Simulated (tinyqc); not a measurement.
The same layer on three faces: model-solid line-up of a strained alloy layer on a substrate.

All values of the alloy are linear in x but the gap, Eg(x) = (1 - x) Eg_A + x Eg_B - C x (1 - x), and the valence edge, Ev(x) = (1 - x) Ev_A + x Ev_B + fv C x (1 - x); Ec = Ev + Eg. Ev is the top of the unstrained valence band on a scale common to all materials. In the layer only the Gamma valley of the conduction band is followed, also where an X or L valley would lie lower.

Coherent growth: e_par = (a_s - a)/a. (001): e_perp = -2 (C12/C11) e_par; exx = eyy = e_par, ezz = e_perp, no shear. (111): e_perp = -(2 C11 + 4 C12 - 4 C44)/(C11 + 2 C12 + 4 C44) e_par; exx = eyy = ezz = (2 e_par + e_perp)/3 and exy = eyz = ezx = (e_perp - e_par)/3. (110): e_perp = -(C11 + 3 C12 - 2 C44)/(C11 + C12 + 2 C44) e_par; exx = eyy = (e_par + e_perp)/2, ezz = e_par, exy = (e_perp - e_par)/2, eyz = ezx = 0.

Strained edges: Ec + ac tr(e); the valence edges are Ev plus the levels of the 6 x 6 matrix of X, Y, Z times spin with -Dso/3 + l exx + m (eyy + ezz) on the diagonal (cyclic), n exy off it, l = av + 2 b, m = av - b, n = sqrt(3) d. Spin-orbit term (Dso/3) L.sigma on X, Y, Z with (L_k)_ij = -i epsilon_kij: <X+|H|Y+> = -i Dso/3, <X+|H|Z-> = Dso/3, <Y+|H|Z-> = -i Dso/3, <Z+|H|X-> = -Dso/3, <Z+|H|Y-> = i Dso/3, <X-|H|Y-> = i Dso/3, and their conjugates; + and - are the spin along z.

Inputs chosen for the exercise (A near GaAs, B near GaSb, substrate near InP; the results hold for these values, not for the real material): a = (5.661, 6.095) angstrom (lattice constant of A, B); Eg = (1.524, 0.8) eV (gap at Gamma to the s-like level of A, B); Dso = (0.339, 0.749) eV (spin-orbit splitting of A, B); Ev = (-0.81, -0.03) eV (top of the unstrained valence band of A, B); ac = (-7.27, -7.6) eV (conduction deformation potential of A, B); av = (1.16, 0.79) eV (valence hydrostatic potential of A, B); b = (-2.02, -2) eV (tetragonal shear potential of A, B); d = (-4.77, -4.73) eV (trigonal shear potential of A, B); C11 = (121.1, 89.6) GPa (of A, B); C12 = (57.1, 40.7) GPa (of A, B); C44 = (60.8, 43.4) GPa (of A, B); C = 1.254 eV (bowing of the gap); fv = 0.7 (share of the bowing taken by the valence edge); a_s = 5.861 angstrom (substrate); x = 0.1 (fraction of B).

Composition and substrate are kept.

Results:
```
face,e_perp (%),tr(e) (%),shift of Ec (meV),shift of Ev (meV),valence splitting (meV),gap (eV)
(001),-2.582,2.909,-212.4,183.7,258.5,0.9426
(111),-1.307,4.183,-305.5,204.7,269.3,0.8285
(110),-1.565,3.925,-286.7,200.7,266.0,0.8514
```

The layer yields most along the normal on (001) and least on (111), so the volume change, and with it the shift of Ec, is largest on (111). The valence splitting, set by b on (001), by d on (111) and by both on (110), is largest on (111). The gaps span 114 meV, from (111) to (001).

Program tinyqc; command `OMP_NUM_THREADS=1 python tinyqc.py 1081223 1081224 out.jsonl`; about 0.01 s on one thread of a shared Intel(R) Xeon(R) Processor @ 2.30GHz.
